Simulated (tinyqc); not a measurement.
Coulomb enhancement above the gap: Wannier exciton and Elliott formula.

Parameters, chosen for this exercise (out of a larger set: near those of InP; not measured data): xs = (0.056, 0.2, 0.81, 1.5, 6.2, 16, 38, 150) ((E - Eg)/Ry*).

Ry* = 5.4283 meV

With x = (E - Eg)/Ry* and y = pi/sqrt(x): S3 = y exp(y)/sinh(y), and S2 = exp(y)/cosh(y). Free-pair absorption goes as sqrt(x) in three dimensions and is constant in two.

Factors:
```
x        E - Eg (meV)  sqrt(x)      S3  S3 sqrt(x)     S2
0.056            0.30    0.237  26.551       6.283  2.000
0.20             1.09    0.447  14.050       6.283  2.000
0.81             4.40    0.900   6.988       6.289  1.998
1.5              8.14    1.225   5.161       6.321  1.988
6.2             33.66    2.490   2.743       6.831  1.852
16              86.85    4.000   1.983       7.932  1.656
38             206.28    6.164   1.595       9.831  1.470
1.5e+02        814.25   12.247   1.278      15.656  1.251
```

In three dimensions the product tends to 2 pi = 6.283 at the edge (6.283 in the first row), so the square-root onset becomes a step. Even 814 meV above the gap the enhancement is 1.28; it decays only as 1 + pi/sqrt(x) = 1.26. In two dimensions it never exceeds 2 and has fallen to 1.25. The last rows lie beyond the range of parabolic bands.

Program tinyqc; command `OMP_NUM_THREADS=1 python tinyqc.py 1251902 1251903 out.jsonl`; about 0.01 s on one thread of a shared Intel(R) Xeon(R) Processor @ 2.30GHz.
